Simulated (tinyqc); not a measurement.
Worked calculation: empirical pseudopotential in a few plane waves. One step of it, computed by the program tinyqc.

Problem. Levels at k. Diagonalise the Hermitian matrix.

H(k) at k (eV), lower triangle:
```
           +0+0+0     -1-1-1     -1-1+1     -1+1-1     -1+1+1     +1-1-1     +1-1+1     +1+1-1
+0+0+0   0.635348
-1-1-1   2.145411   9.953230
-1-1+1  -2.145411   0.000000  16.385043
-1+1-1  -2.145411   0.000000   0.680285  10.283067
-1+1+1  -2.145411  -0.680285   0.000000   0.000000  16.714879
+1-1-1  -2.145411   0.000000   0.680285   0.680285   0.000000   9.293557
+1-1+1  -2.145411  -0.680285   0.000000   0.000000   0.680285   0.000000  15.725369
+1+1-1  -2.145411  -0.680285   0.000000   0.000000   0.680285   0.000000   0.680285   9.623393
+1+1+1   2.145411   0.000000  -0.680285  -0.680285   0.000000  -0.680285   0.000000   0.000000
-2+0+0   0.000000  -2.145411  -2.145411  -2.145411   2.145411   0.721551  -0.721551  -0.721551
+0-2+0   0.000000  -2.145411  -2.145411   0.721551  -0.721551  -2.145411   2.145411  -0.721551
+0+0-2   0.000000  -2.145411   0.721551  -2.145411  -0.721551  -2.145411  -0.721551   2.145411
+0+0+2   0.000000  -0.721551   2.145411  -0.721551  -2.145411  -0.721551  -2.145411   0.721551
+0+2+0   0.000000  -0.721551  -0.721551   2.145411  -2.145411  -0.721551   0.721551  -2.145411
+2+0+0   0.000000  -0.721551  -0.721551  -0.721551   0.721551   2.145411  -2.145411  -2.145411

           +1+1+1     -2+0+0     +0-2+0     +0+0-2     +0+0+2     +0+2+0     +2+0+0
+1+1+1  16.055206
-2+0+0  -0.721551  17.786848
+0-2+0  -0.721551   0.680285  16.797338
+0+0-2  -0.721551   0.680285   0.680285  10.695362
+0+0+2  -2.145411  -0.680285  -0.680285   0.000000  23.558987
+0+2+0  -2.145411  -0.680285   0.000000  -0.680285   0.680285  17.457011
+2+0+0  -2.145411   0.000000  -0.680285  -0.680285   0.680285   0.680285  16.467502
```

Give: eigenvalues.

Solution.

eigenvalues (eV): -1.671  5.661  7.062  7.084  10.993  12.586  13.341  13.357  14.923  15.764  18.713  20.318  21.342  21.479  26.480
